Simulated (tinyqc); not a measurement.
Inputs raised by 10 %, one at a time: microkinetic model of a Langmuir-Hinshelwood surface reaction A + (1/2) B2 = AB with Bronsted-Evans-Polanyi barriers. Computed by tinyqc, a small Python program. Command: `OMP_NUM_THREADS=1 python tinyqc.py 3019377 3019378 out.jsonl microkin sens`. One thread of a shared host (Intel(R) Xeon(R) Processor @ 2.30GHz), about 0.01 s of CPU time with the checks.

A adsorbs in equilibrium; B2 dissociates irreversibly on two free sites; adsorbed A and B react irreversibly and AB leaves at once. theta_A + theta_B + theta_* = 1.

Inputs (values chosen for the exercise, for a model catalyst):
```
quantity                               value   unit
adsorption energy of A, E_A            -1.22     eV
adsorption energy per B atom, E_B      -1.24     eV
entropy loss of A, S_A                   1.8  meV/K
entropy loss of B2, S_B                  1.6  meV/K
slope a1 of the dissociation barrier    0.77      -
intercept b1                             1.3     eV
slope a2 of the reaction barrier        0.27      -
intercept b2                            0.13     eV
pressure p_A                          0.0013    bar
pressure p_B                            0.62    bar
temperature T                            700      K
```

Constants: k_B = 8.617333262e-05 eV/K; hbar = 6.582119569e-16 eV s.

Method. K_A = exp(-(E_A + T S_A)/(k_B T)) per bar; barriers E1 = max(b1 + a1 2 E_B, 0), E2 = b2 - a2 (E_A + E_B); k1 = (k_B T/h) exp(-S_B/k_B) exp(-E1/(k_B T)) per bar, k2 = (k_B T/h) exp(-E2/(k_B T)), h = 2 pi hbar. theta_A = K_A p_A theta_*; 2 k1 p_B theta_*^2 = k2 theta_A theta_B, so theta_B = w theta_* with w = 2 k1 p_B/(k2 K_A p_A); theta_* = 1/(1 + K_A p_A + w); rate r = k2 theta_A theta_B.

Runs:
```
input moved                              from      to  rate r (1/s per site)  theta_*     theta_A  theta_B
base run                                    -       -             1.7857e+03  0.10692  7.1615e-05  0.89301
adsorption energy of A, E_A (eV)        -1.22  -1.342             1.8406e+04  0.34327  1.7376e-03  0.65499
adsorption energy per B atom, E_B (eV)  -1.24  -1.364             6.4598e+02  0.06431  4.3074e-05  0.93565
intercept b1 (eV)                         1.3    1.43             1.7857e+03  0.10692  7.1615e-05  0.89301
intercept b2 (eV)                        0.13   0.143             1.2101e+03  0.08801  5.8954e-05  0.91193
pressure p_B (bar)                       0.62   0.682             1.6554e+03  0.09815  6.5744e-05  0.90178
temperature T (K)                         700     770             6.0395e+02  0.05929  6.3154e-06  0.94071
entropy loss of A, S_A (meV/K)            1.8    1.98             3.3341e+01  0.01461  1.2118e-06  0.98539
```

Exponents ln(y'/y) / ln(x'/x):
```
input                               rate r  theta_*  theta_A  theta_B
adsorption energy of A, E_A         24.477   12.239   33.459   -3.252
adsorption energy per B atom, E_B  -10.668   -5.334   -5.334    0.489
intercept b1                         0.000    0.000    0.000    0.000
intercept b2                        -4.083   -2.041   -2.041    0.220
pressure p_B                        -0.795   -0.897   -0.897    0.103
temperature T                      -11.374   -6.187  -25.478    0.546
entropy loss of A, S_A             -41.766  -20.883  -42.799    1.033
```

To which inputs is each result most sensitive?

Among the inputs moved here: rate r answers most in size to entropy loss of A, S_A (exponent -41.766), next to adsorption energy of A, E_A (+24.477); its exponent is below 0.0005 for intercept b1. theta_* answers most in size to entropy loss of A, S_A (exponent -20.883), next to adsorption energy of A, E_A (+12.239); its exponent is below 0.0005 for intercept b1. theta_A answers most in size to entropy loss of A, S_A (exponent -42.799), next to adsorption energy of A, E_A (+33.459); its exponent is below 0.0005 for intercept b1. theta_B answers most in size to adsorption energy of A, E_A (exponent -3.252), next to entropy loss of A, S_A (+1.033); its exponent is below 0.0005 for intercept b1.

Caution (all rows): the linear relation gives a negative E1, which is set to zero: dissociation is not activated.
